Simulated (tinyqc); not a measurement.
Vacuum evaporation: vapour pressure, source flux, thickness distribution, purity and step coverage: one step, computed by the program tinyqc.

Molecular flow, unit sticking of the metal, no re-evaporation. The background gas is taken as water vapour (18.015 g/mol, collision diameter 0.37 nm) at 300 K.

Task: Scattering and purity. Mean free path lambda = k_B T_g/(sqrt2 pi d^2 p); unscattered share exp(-h/lambda); gas arrival p/sqrt(2 pi m_g k_B T_g); impurity ratio = sticking x gas arrival/metal arrival; monolayer time = 1e15 cm^-2/(sticking x gas arrival).

Inputs (values chosen for the exercise, modelled on gold, with constants for the liquid): source temperature T = 1730 K; source-to-wafer distance h = 60 cm; background pressure p = 5e-05 Pa; sticking of background gas = 0.9.

arrival rate at the centre = 4.866753e+14 1/(cm^2 s)

Constants: k_B = 1.380649e-23 J/K; u = 1.6605390666e-27 kg.

Give: mean free path; unscattered share; gas arrival rate; impurity ratio; monolayer time.

Result:

mean free path = 136.2 m

unscattered share = 0.9956

gas arrival rate = 1.792e+14 1/(cm^2 s)

impurity ratio = 0.3314

monolayer time = 6.200 s

The gas that sticks amounts to more than a tenth of the metal, although few metal atoms scatter on the way: purity, not the free path, sets the vacuum needed.
